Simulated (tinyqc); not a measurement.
Via and link resistance from two via chains.

Problem. A chain of 1000 vias joined by 1000 metal links has R = 1000 (Rv + Rlink), with Rlink proportional to the link length. Find Rv, Rlink for length L, and the value of Rv that the short chain would give if the links were ignored.

resistance of chains of 1000 links with link lengths L and 3 L (ohm): 36500  43500

Answer. R per link is a straight line in the link length; its intercept at zero length is Rv.

Rv = 33.0 ohm
Rlink = 3.50 ohm
Rv without correction = 36.5 ohm

Computed by the program tinyqc: `OMP_NUM_THREADS=1 python tinyqc.py 2750086 2750087 out.jsonl`, one thread of a shared Intel Xeon 2.30GHz, about 0.01 s for the whole run.
